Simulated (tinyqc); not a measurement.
# Donor or exciton in a quantum well (variational effective-mass method), step by step

A worked calculation. Computed by tinyqc, a small Python program that keeps every step. Command: `OMP_NUM_THREADS=1 python tinyqc.py 3030009 3030010 out.jsonl welldonor walk`. One thread of a shared host (Intel(R) Xeon(R) Processor @ 2.30GHz), about 0.05 s of CPU time with the checks. Intermediate numbers are printed to about 6 digits and carried at full precision; extremes and crossings named in words are read from the listed rows.

H = -nabla^2 - 2/|r - r_i| + V(z) in effective units; trial function psi = f(z) exp(-|r - r_i|/lambda), f the ground state of the well. Mass and screening are the same in well and barrier; l = L/a* is the width in effective units. Bands are flat: no polarisation or applied field.

Inputs (values chosen for the exercise, for a model semiconductor):
```
quantity                              value  unit
electron mass m                       0.338   m_0
dielectric constant eps                8.32     -
well width L                            1.5    nm
trial radius lambda                     1.7    a*
donor position z_i/L from the centre    0.1     -
```

Centre: donor. Barriers: infinite.

Constants: Ry = 13.605693123 eV; a_0 = 0.529177210903 angstrom; hbar^2/(2 m_0) = 3.80998212 eV angstrom^2.

## Effective units

Ry* = Ry m/eps^2, a* = a_0 eps/m; l = L/a*.

mass used = 0.338 m_0

Ry* = 66.4340 meV

a* = 1.30259 nm

l = 1.15155

Caution: so narrow a well has large confinement energy, where non-parabolicity and barrier penetration matter.

## The subband

k = pi/l; f = cos(k z) inside and zero outside; subband energy k^2 Ry*.

k = 2.72814 1/a*

subband energy = 494.451 meV

## Binding at the trial radius

Binding E_b(lambda) = -1/lambda^2 + 4 A/(lambda B), with A = int f^2 exp(-2 s/lambda) dz, B = int f^2 exp(-2 s/lambda)(1 + 2 s/lambda) dz and s = |z - z_i|; 40 Gauss-Legendre points on each piece between the walls at z = -l/2 and l/2 and z_i.

A = 0.464186 a*

B = 0.558550 a*

E_b(lambda) = 1.60940 Ry*

## Best radius

Golden-section search for the maximum over lambda from 0.3 to 4, 40 steps.

best lambda = 0.856982 a*

binding in Ry* = 2.06867

binding energy = 137.430 meV

radius lambda a* = 1.11630 nm

Confinement changes the binding by a factor 2.069 against the bulk value (limits: 4 in two dimensions, 1 inside a wide well).

## Binding against well width

Each row maximises over lambda (golden section, 0.3 to 4).

Against width:
```
L (nm)  lambda (a*)  binding (Ry*)  binding (meV)
0.83        0.75134        2.49687        165.877
1.50        0.85698        2.06867        137.430
2.70        0.96657        1.67860        111.516
4.80        1.04266        1.37135         91.104
```

The binding is largest in the narrowest well, 2.497 Ry* at 0.83 nm, on the way to 4. In the widest well it is 1.371 Ry*. In the narrow rows the confinement energy passes real barrier heights: infinite walls and a parabolic band fail, and with real barriers the binding peaks and falls.

## Binding against position

The formulas are those given above.

Against position:
```
z_i/L  lambda (a*)  binding (Ry*)  binding (meV)
0.0        0.83751        2.14917        142.778
0.1        0.85698        2.06867        137.430
0.2        0.92246        1.85325        123.119
0.3        1.04593        1.57689        104.759
0.4        1.21580        1.32489         88.018
0.5        1.39090        1.13671         75.517
```

From the centre to the wall the binding falls from 142.778 to 75.517 meV, 53 % of the centre value, since the walls keep the electron away from an off-centre ion; uniform doping thus gives a band of levels 67.262 meV wide, with a peak in its density at the centre value, where the slope vanishes.

Checks made by the program: the two-dimensional limit, 4 Ry* (relative difference 2e-03).
